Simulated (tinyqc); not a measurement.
Donor or exciton in a quantum well (variational effective-mass method): one step, computed by the program tinyqc. Command: `OMP_NUM_THREADS=1 python tinyqc.py 3010518 3010519 out.jsonl welldonor walk`. One thread of a shared host (Intel(R) Xeon(R) Processor @ 2.30GHz), about 0.1 s of CPU time with the checks.

H = -nabla^2 - 2/|r - r_i| + V(z) in effective units; trial function psi = f(z) exp(-|r - r_i|/lambda), f the ground state of the well. Mass and screening are the same in well and barrier; l = L/a* is the width in effective units. Bands are flat: no polarisation or applied field.

Problem. Best radius. k solves k tan(k l/2) = sqrt(v - k^2), v = V_0/Ry*, 0 < k l/2 < pi/2 (bisection); f = cos(k z) inside and cos(k l/2) exp(-kappa (|z| - l/2)) outside, kappa = sqrt(v - k^2); subband energy k^2 Ry*. Binding E_b(lambda) = -1/lambda^2 + 4 A/(lambda B), with A = int f^2 exp(-2 s/lambda) dz, B = int f^2 exp(-2 s/lambda)(1 + 2 s/lambda) dz and s = |z - z_i|; 40 Gauss-Legendre points on each piece between the walls at z = -l/2 and l/2 and z_i, and out to 12/(kappa + 1/lambda) beyond the walls. Golden-section search for the maximum over lambda from 0.3 to 4, 40 steps.

Inputs (values chosen for the exercise, modelled on CdS): well width L = 1.5 nm; donor position z_i/L from the centre = 0.2; barrier height V_0 = 0.41 eV.

Centre: donor. Barriers: finite.

l = 0.6595809

Ry* = 35.93542 meV

a* = 2.274171 nm

Give: best lambda; binding in Ry*; binding energy; radius lambda a*.

Solution.

best lambda = 0.899 a*

binding in Ry* = 1.87

binding energy = 67.4 meV

radius lambda a* = 2.04 nm

Confinement changes the binding by a factor 1.874 against the bulk value (with finite barriers it peaks in a narrow well and returns to 1 as L tends to 0, and away from the walls of a wide well it tends to 1). Caution: so narrow a well has large confinement energy, where non-parabolicity and barrier penetration matter.
